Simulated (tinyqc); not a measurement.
Dopants and charged point defects at anneal temperature: Fermi-level effect, clustering and pairing: one step, computed by the program tinyqc. Command: `OMP_NUM_THREADS=1 python tinyqc.py 3008460 3008461 out.jsonl pairing walk`. One thread of a shared host (Intel(R) Xeon(R) Processor @ 2.30GHz), about 0.02 s of CPU time with the checks.

Boltzmann statistics and full ionisation of active dopants. Energies are counted from the valence band; the defect (a vacancy or self-interstitial) has five charge states, with all degeneracy factors one.

Question. Charged defects. C_0 = N_s exp(S_f/k_B) exp(-H_f/k_B T). Ratios to the neutral state at E_F = E_i: r_+ = exp((E(+/0) - E_i)/k_B T), r_2+ = r_+ exp((E(2+/+) - E_i)/k_B T), r_- = exp((E_i - E(0/-))/k_B T), r_2- = r_- exp((E_i - E(-/2-))/k_B T); at other E_F state q scales as chi^(-q). The enhancement is sum r_q chi^(-q)/sum r_q. The charge on the defects is left out of neutrality.

Inputs (values chosen for the exercise, with bands modelled on silicon):

| quantity | value | unit |
|---|---|---|
| anneal temperature T | 960 | K |
| formation enthalpy of the neutral defect H_f | 2.85 | eV |
| formation entropy S_f | 5.2 | k_B |
| site density N_s | 4.2e+22 | cm^-3 |

Dopant: acceptor. Second part: clustering of the dopant.

defect levels as fractions of E_g(T): (2+/+), (+/0), (0/-), (-/2-): 0.2  0.2  0.68  0.81

E_g = 0.9258690 eV

k_B T = 0.08272640 eV

n_i = 4.821184e+17 cm^-3

E_i = 0.4454439 eV

chi = 0.2509728

Give: neutral defects C_0; Charge states; all defects, doped; enhancement over intrinsic; mean charge.

Answer.

neutral defects C_0 = 8.313e+09 cm^-3

Charge states:

| state | ratio r | intrinsic (cm^-3) | doped (cm^-3) |
|---|---|---|---|
| 2+ | 1.850e-03 | 1.538e+07 | 2.442e+08 |
| + | 4.302e-02 | 3.576e+08 | 1.425e+09 |
| 0 | 1.000e+00 | 8.313e+09 | 8.313e+09 |
| - | 1.080e-01 | 8.974e+08 | 2.252e+08 |
| 2- | 2.721e-03 | 2.262e+07 | 1.424e+06 |

all defects, doped = 1.021e+10 cm^-3

enhancement over intrinsic = 1.063

mean charge = 0.1651 e

Doping leaves the neutral state alone and multiplies the total by 1.06; the most common state is 0 (in intrinsic material 0).
